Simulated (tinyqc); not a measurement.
Inside a calculation. Model: surface photovoltage measurement of the minority-carrier diffusion length in a wafer. Computed by tinyqc, a small Python program that keeps every step. Command: `OMP_NUM_THREADS=1 python tinyqc.py 3130148 3130149 out.jsonl spv walk`. One thread of a shared host (Intel(R) Xeon(R) Processor @ 2.30GHz), about 0.01 s of CPU time with the checks. Intermediate numbers are printed to about 6 digits and carried at full precision; extremes and crossings named in words are read from the listed rows.

Low injection, steady light, a depletion layer much thinner than 1/alpha and L. The excess density dn is taken at the front edge of the neutral region; light that reaches the back is lost.

Inputs (values chosen for the exercise, modelled on p-type silicon at room temperature): diffusion length L = 420 micrometre; wafer thickness W = 775 micrometre; diffusivity D = 24.8 cm^2/s; front recombination velocity S_f = 7900 cm/s; back recombination velocity S_b = 12000 cm/s; photon flux entering = 1.9e+12 1/(cm^2 s); minority density at the surface barrier scale n_0 = 2.3e+10 1/cm^3; temperature T = 298 K; wavelength = 919 nm; relative noise of each reading = 0 %; diffusion length after pair splitting over L = 0.87; iron factor C = 1.03e+16 micrometre^2/cm^3.

Constants: k_B = 8.617333262e-05 eV/K.

## One wavelength

alpha = (84.732/lambda - 76.417)^2 per cm with lambda in micrometre (an empirical fit for silicon between 0.7 and 1.05 micrometre). Thick wafer: dn = Phi L/((S_f + D/L)(L + 1/alpha)). Finite wafer, with s = S_b L/D, w = W/L, a = alpha L: dn = [Phi a/(a^2 - 1)] [a - B - exp(-alpha W)(a - s)/(cosh w + s sinh w)]/(S_f + B D/L), B = (sinh w + s cosh w)/(cosh w + s sinh w). Photovoltage V = (k_B T/e) ln(1 + dn/n_0). Lifetime = L^2/D.

alpha = 249.110 1/cm

penetration depth 1/alpha = 40.1429 micrometre

dn, thick wafer = 2.04258e+08 1/cm^3

B = 1.04628

dn, finite wafer = 2.02606e+08 1/cm^3

photovoltage V = 0.225221 mV

lifetime = 71.1290 microsecond

## The linear plot

normal deviates g for the noise: [0.67, -0.06, 0.67, -0.40, 0.00, 1.05, 0.24]

Readings y = (Phi/dn) (1 + noise x g) at 780, 830, 880, 920, 950, 975 and 995 nm; a least-squares line y = c (1/alpha + L_app) gives L_app = intercept/slope.

Readings:
```
lambda (nm)  1/alpha (micrometre)  y (cm/s)  line (cm/s)
780                         9.636    8722.7       8711.3
830                        15.176    8840.9       8833.8
880                        25.330    9058.4       9058.2
920                        40.658    9388.9       9397.0
950                        61.278    9838.3       9852.9
975                        90.917   10495.7      10508.0
995                       130.888   11407.7      11391.6
```

slope = 22.1050 cm/(s micrometre)

apparent length L_app = 384.451 micrometre

error of L_app (rounded to 0.001) = -8.464 %

Without noise the error would be -8.5 %, from the finite thickness at W/L = 1.8. S_f scales all readings alike and leaves L_app unchanged.

## Where the wafer is too thin

No noise; L is varied at fixed W, and the last two columns set S_b to 0 and to 1e7 cm/s.

Apparent length (micrometre):
```
L           W/L  given S_b      S_b = 0  S_b = 1e7
38.8    19.9742     38.800  3.88000e+01     38.800
77.5    10.0000     77.500  7.75001e+01     77.500
155.0    5.0000    154.912  1.55100e+02    154.887
232.0    3.3405    230.251  2.33971e+02    229.923
388.0    1.9974    362.283  4.17454e+02    359.550
620.0    1.2500    487.054  7.94476e+02    479.049
1010.0   0.7673    578.489  1.75591e+03    564.617
1630.0   0.4755    624.914  4.06370e+03    607.411
3100.0   0.2500    649.000  1.19646e+04    629.441
```

With a fast back surface L_app levels off, at 629 micrometre in the last row; with a passive one it reaches up to 3.86 times L among these rows and is 12000 in the last. All three columns are within 5 % of L down to W/L = 3.3.

## Iron from two lengths

Splitting iron-boron pairs in boron-doped silicon shortens L; with nothing else changing, [Fe] = C (1/L_after^2 - 1/L^2). It is evaluated with the true lengths and with the apparent ones (without noise), which differ when the wafer is not thick against L.

L_after = 365.4 micrometre

[Fe] from the true lengths = 1.87536e+10 1/cm^3

[Fe] from the apparent lengths = 1.65683e+10 1/cm^3

bias, apparent over true less 1 (rounded to 0.001) = -11.653 %

Checks made by the program: dn against a finite-difference solution (relative difference 2e-06).
